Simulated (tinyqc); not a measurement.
Isochronal anneals: hydrogen passivation of interface dangling bonds: competing passivation and dissociation with distributed barriers. Computed by tinyqc, a small Python program. Command: `OMP_NUM_THREADS=1 python tinyqc.py 3001457 3001458 out.jsonl passiv walk`. One thread of a shared host (Intel(R) Xeon(R) Processor @ 2.30GHz), about 0.02 s of CPU time with the checks.

P_b + H2 gives P_bH + H at the rate k_f [H2]; P_bH gives P_b + H at the rate k_d. All defects start unpassivated. E_f and E_d are Gaussian and independent.

Inputs (values chosen for the exercise, close to those used for P_b centres at the silicon-oxide interface):
```
quantity                                      value          unit
passivation prefactor k_f0                  4.5e-07        cm^3/s
mean passivation barrier E_f                   1.64            eV
spread sigma_f                                 0.07            eV
dissociation prefactor k_d0                 4.3e+12           1/s
mean dissociation barrier E_d                  2.62            eV
spread sigma_d                                 0.05            eV
H2 in the oxide per atm, solubility factor  4.5e+17  1/(cm^3 atm)
hydrogen pressure p                            0.03           atm
anneal time t                                   510             s
```

Constants: k_B = 8.617333262e-05 eV/K.

Method:
- [H2] = solubility factor x p; a = k_f0 [H2] exp(-E_f/(k_B T)), d = k_d0 exp(-E_d/(k_B T)). For one pair of barriers the active share is y = [d + a exp(-(a + d) t)]/(a + d).
- Temperatures in kelvin are T(C) + 273.15.
- Average y over both Gaussians with 40 x 40 Gauss-Hermite points.
- Minimise the averaged y over T between 150 and 900 C: find where ln y is equal at T - 0.05 and T + 0.05 C; T is rounded to 0.1 C.

best temperature = 510.5 C

Active share after the time t:
```
T (C)     a (1/s)     d (1/s)  single barriers  distributed
200    2.0654e-08  5.3263e-16       9.9999e-01   9.9995e-01
250    9.6509e-07  2.4753e-13       9.9951e-01   9.9837e-01
300    2.3058e-05  3.9399e-11       9.8831e-01   9.7073e-01
350    3.3106e-04  2.7797e-09       8.4464e-01   7.6134e-01
400    3.1996e-03  1.0421e-07       1.9559e-01   2.7844e-01
450    2.2597e-02  2.3668e-06       1.1460e-04   2.5190e-02
500    1.2394e-01  3.5892e-05       2.8951e-04   1.0220e-03
600    2.0775e+00  3.2431e-03       1.5586e-03   2.9688e-03
700    1.9510e+01  1.1613e-01       5.9169e-03   9.8027e-03
800    1.2070e+02  2.1345e+00       1.7377e-02   2.5703e-02
```

The distributed share is least at 500 C among these rows, 0.0010, and the search puts the optimum at 510.5 C. On the cold side defects with high E_f survive; on the hot side dissociation, with the larger barrier, gains on passivation with an energy E_d - E_f = 0.98 eV. In that row single barriers give 2.9e-4, so the spread raises the floor. Caution: atomic hydrogen, which both passivates and depassivates, and further passivation during cooling are left out. Caution: shares below about 1e-3 in these rows are formal; measured passivation levels off well above them.

Extremes, crossings and ranges named in words are read from the listed rows.
